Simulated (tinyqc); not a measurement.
## Polarisation and half-bias from two TMR values

Inverse problem. A tunnel junction has TMR = TMR0/(1 + (V/Vh)^2), TMR0 = 2 P1 P2/(1 - P1 P2). Find TMR0, Vh and P2.

Parameters, values chosen for the exercise:
- P1 = 0.72 (spin polarisation of the reference layer)

TMR at 0.1 and 0.4 V (%): [204.86175, 96.085600]

Solution. 1/TMR is linear in V^2, and P1 P2 = TMR0/(2 + TMR0).

TMR0 = 221.6 %
Vh = 0.3500 V
P2 = 0.7300

Computed by the program tinyqc: `OMP_NUM_THREADS=1 python tinyqc.py 2450056 2450057 out.jsonl`, one thread of a shared Intel Xeon 2.30GHz, about 0.01 s for the whole run.
